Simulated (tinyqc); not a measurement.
# Fully depleted semiconductor-on-insulator film with two gates, non-linear Poisson equation by Newton steps: two studies

One dimension across the film, front interface at x = 0, back interface at x = ts. psi is counted from the intrinsic level, n = ni exp(psi/Vt) (source grounded), holes neglected, acceptors ionised. Gates act through Cox = eps0 eox/tox and Cbox = 3.9 eps0/tb with potentials G1 = Vg - (phiM - chi - Vt ln(Nc/ni)) and G2 = Vb - (phiB - chi - Vt ln(Nc/ni)). Classical Boltzmann densities, no interface charge, no depletion in the back plane.

Values chosen for this exercise; band and dielectric values close to those of germanium:
- T = 350 K (temperature)
- Eg = 0.67 eV (band gap)
- eps_r = 15.8 (relative permittivity)
- Nc = 1.31e19 cm^-3 (conduction-band density of states at T)
- Nv = 7.57e18 cm^-3 (valence-band density of states at T)
- chi = 3.96 eV (electron affinity)
- eox = 3.9 (relative permittivity of the gate insulator (close to silicon dioxide))
- tox = 0.94 nm (insulator thickness)
- ts = 7.1 nm (film thickness)
- tb = 17 nm (buried-oxide thickness (eps_r 3.9))
- Na = 4.3e17 cm^-3 (acceptor density of the film)
- phiM = 4.24 eV (work function of the front gate)
- phiB = 4.46 eV (work function of the back plane)
- Vb = 0 V (back-gate voltage)

Constants: q = 1.602176634e-19 C, kB = 1.380649e-23 J/K, Vt = kB T/q, eps0 = 8.8541878128e-14 F/cm where lengths are in cm. Results are converted to the units shown.

Each table varies one quantity; the others keep the values above.

## Charge against front-gate voltage

ni = sqrt(Nc Nv) exp(-Eg/(2 Vt)), Eg in volts. The Poisson equation eps0 eps_r d2psi/dx2 = q (n + Na), with -eps0 eps_r dpsi/dx = Cox (G1 - psi) at x = 0 and eps0 eps_r dpsi/dx = Cbox (G2 - psi) at x = ts, is solved on 300 equal intervals with half boxes at both ends; N_inv is the trapezoid sum of n. Swing = ln 10/(d ln N_inv/dVg); the last column is (dN_inv/dVb)/(dN_inv/dVg).

Charge against front-gate voltage:
columns A: Vg (V); B: psi front (V); C: psi back (V); D: N_inv (cm^-2); E: centroid/ts; F: swing (mV/decade); G: q dN_inv/dVg over Cox; H: back/front leverage
```
A             B        C        D      E       F        G       H
-0.2     -0.150   -0.162   5.71e5  0.466    76.3  7.52e-7  0.0980
-0.05  -0.00693  -0.0322   5.34e7  0.429    76.0  7.05e-5  0.0940
0.1       0.136   0.0970   5.02e9  0.393    76.4  0.00660  0.0901
0.25      0.267    0.209  2.91e11  0.343     114    0.257  0.0832
0.4       0.343    0.249  1.93e12  0.256     303    0.640  0.0706
0.55      0.384    0.259  4.42e12  0.194     565    0.785  0.0637
0.7       0.411    0.263  7.25e12  0.156     855    0.852  0.0603
0.85      0.430    0.265  1.02e13  0.130  1.16e3    0.888  0.0584
1         0.445    0.267  1.33e13  0.113  1.47e3    0.911  0.0572
```

N_inv passes 1e11 cm^-2 at Vg = 0.204 V. The swing starts at 76.3 mV a decade, against (1 + k) Vt ln 10 = 72.9 for a front channel with k = Cs Cbox/(Cox (Cs + Cbox)) = 0.0501, Cs = eps0 eps_r/ts; above threshold this column is no longer a subthreshold swing. The centroid falls from 0.466 to 0.113 of ts and the leverage of the back gate falls from 0.0980 to 0.0572. For Vg = 0.4, 0.55, 0.7, 0.85, 1 the density at an interface exceeds 0.3 Nc, where Boltzmann statistics fail. For Vg = 0.1, 0.25, 0.4, 0.55, 0.7, 0.85, 1 the classical centroid lies within 3 nm of an interface, where confinement, left out, would push it away.

## Threshold and coupling against the acceptor density of the film

VT is the Vg for N_inv = 1e11 cm^-2; -dVT/dVb from the linearised equation. Limits with Cs = eps0 eps_r/ts: front channel Cs Cbox/(Cox (Cs + Cbox)), back channel Cbox (Cox + Cs)/(Cox Cs). Swing at N_inv = 1e8 cm^-2.

The same in every row: front-channel limit = 0.0501; back-channel limit = 0.158.

Results:
```
Na (cm^-3)  VT (V)  centroid/ts at VT  -dVT/dVb  swing (mV/decade)
1e15         0.185              0.396    0.0897               76.2
3e15         0.185              0.396    0.0897               76.2
9e15         0.185              0.395    0.0897               76.2
3e16         0.186              0.394    0.0895               76.2
8e16         0.188              0.390    0.0891               76.2
2e17         0.194              0.381    0.0882               76.1
2e18         0.271              0.255    0.0754               75.1
```

Estimate the missing row, Na = 7e17 cm^-3.

Computed row:
```
Na (cm^-3)  VT (V)  centroid/ts at VT  -dVT/dVb  swing (mV/decade)
7e17         0.216              0.344    0.0844               75.8
```

With this row back in the table: As Na goes from 1e15 to 2e18, VT rises from 0.185 to 0.271 V, the centroid falls from 0.396 to 0.255 of ts and -dVT/dVb falls from 0.0897 to 0.0754. The coupling covers 36.6 % of the way from the front-channel to the back-channel limit in the first row and 23.4 % in the last.

Range of the model: In so thin a film or at such density quantum confinement moves the charge away from the interfaces and raises the threshold.

Numbers from tinyqc (`OMP_NUM_THREADS=1 python tinyqc.py 2190098 2190099 out.jsonl`; about 0.3 s on one thread of a shared Intel Xeon 2.30GHz).
